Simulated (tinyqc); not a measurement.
From results back to parameters: averaged masses of warped heavy- and light-hole bands. Two cases, with inputs chosen for the exercise.

Problem. For B along [111] the central orbits have s = 1/4 all round, so the cyclotron masses are 1/(g1 -/+ sqrt(g2^2 + 3 g3^2)). They are given with the heavy-hole mass along [100], 1/(g1 - 2 g2); g2 and g3 are positive.

Case 1.

heavy and light cyclotron mass for B along [111]; heavy mass along [100] (m0): 0.4395742  0.0149914  0.3058104

Case 2.

heavy and light cyclotron mass for B along [111]; heavy mass along [100] (m0): 0.8640092  0.1576639  0.4739336

Find: g1; sqrt(g2^2 + 3 g3^2); g2; g3.

Solution. The mean of the two inverse cyclotron masses is g1 and half their difference is the root; g2 = (g1 - 1/m[100])/2, and g3 follows.

Case 1.

g1 = 34.49
sqrt(g2^2 + 3 g3^2) = 32.215
g2 = 15.61
g3 = 16.27

Case 2.

g1 = 3.75
sqrt(g2^2 + 3 g3^2) = 2.593
g2 = 0.82
g3 = 1.42

Computed by tinyqc, one run a case: `OMP_NUM_THREADS=1 python tinyqc.py N N+1 out.jsonl` with N = 1051428, 1051444; one thread of a shared Intel(R) Xeon(R) Processor @ 2.30GHz, about 0.03 s a run at most.
